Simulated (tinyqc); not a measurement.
Tuning the antireflection layer: standing waves and exposure in a photoresist film.

Normal incidence from air. Unexposed resist: N1 = n1 + i k1 with k1 = (A + B) lam/(4 pi), lam in micrometres. r01 = (1 - N1)/(1 + N1), t01 = 2/(1 + N1). Below the resist lie the layer Na = na + i ka and the substrate Ns = ns + i ks: r12 = (r1a + ras x)/(1 + r1a ras x), x = exp(4 pi i Na da/lam), r1a = (N1 - Na)/(N1 + Na), ras = (Na - Ns)/(Na + Ns). With p = exp(2 pi i N1 d/lam), the field at depth z is E(z) = t01 [exp(2 pi i N1 z/lam) + r12 p^2 exp(-2 pi i N1 z/lam)]/(1 + r01 r12 p^2), the relative intensity I(z) = n1 |E(z)|^2 and the reflectance R = |(r01 + r12 p^2)/(1 + r01 r12 p^2)|^2.

Inputs chosen for the exercise (a resist on Cu, indices near tabulated ones; the results hold for these values, not for the real material):

| symbol | value | unit | meaning |
|---|---|---|---|
| lam | 193 | nm | vacuum wavelength |
| n1 | 1.687 |  | resist index |
| A | 0.07 | 1/micrometre | bleachable absorption (Dill A) |
| B | 0.92 | 1/micrometre | fixed absorption (Dill B) |
| d | 165 | nm | resist thickness |
| ns | 0.957 |  | substrate n |
| ks | 1.366 |  | substrate k |
| na | 1.828 |  | n of the bottom antireflection layer |
| ka | 0.296 |  | its k |

da takes the values listed; the contrast is (Imax - Imin)/(Imax + Imin) over the lowest period of the resist (60 depths).

Results:

| da (nm) | \|r12\|^2 | contrast |
|---|---|---|
| 0 | 0.2649 | 0.792 |
| 10 | 0.1165 | 0.591 |
| 20 | 0.0394 | 0.383 |
| 30 | 0.0447 | 0.410 |
| 40 | 0.0696 | 0.467 |
| 50 | 0.0626 | 0.445 |
| 75 | 0.0005 | 0.058 |
| 90 | 0.0188 | 0.258 |
| 110 | 0.0137 | 0.211 |
| 140 | 0.0091 | 0.171 |

Give the missing row, da (nm) = 60.

Computed row:
```
da (nm)  |r12|^2  contrast
60        0.0267     0.298
```

|r12|^2 starts at 0.2649 and is lowest, 0.0005, at 75 nm of those listed, where the contrast is 0.058 against 0.792. The contrast follows 2|r|/(1 + |r|^2), so even |r12|^2 = 0.01 leaves about 0.2. Values below 0.01 occur at 75 and 140 nm.

(tinyqc, `OMP_NUM_THREADS=1 python tinyqc.py 1680258 1680259 out.jsonl`, Intel(R) Xeon(R) Processor @ 2.30GHz, 1 thread, shared host, about 0.01 s.)
